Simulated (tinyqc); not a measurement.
# Length offset and series resistance from crossing lines

Inverse problem. R_total = Rs + k (L - dL)/Vo with constant Rs, dL and k. Find k, dL and Rs.

R_total at (L, Vo) = (60, 0.37), (180, 0.37), (60, 0.82) and (180, 0.82), L in nm and Vo in V (ohm um): 909.83784  2596.3243  476.39024  1237.3659

Solution. At each overdrive R is a straight line in L with slope k/Vo; the two lines cross at L = dL, R = Rs.

k = 5.200 ohm um V/nm
dL = 3.800 nm
Rs = 120.0 ohm um

tinyqc, about 0.03 s, one thread, Intel Xeon 2.30GHz (shared host): `OMP_NUM_THREADS=1 python tinyqc.py 2282135 2282136 out.jsonl`
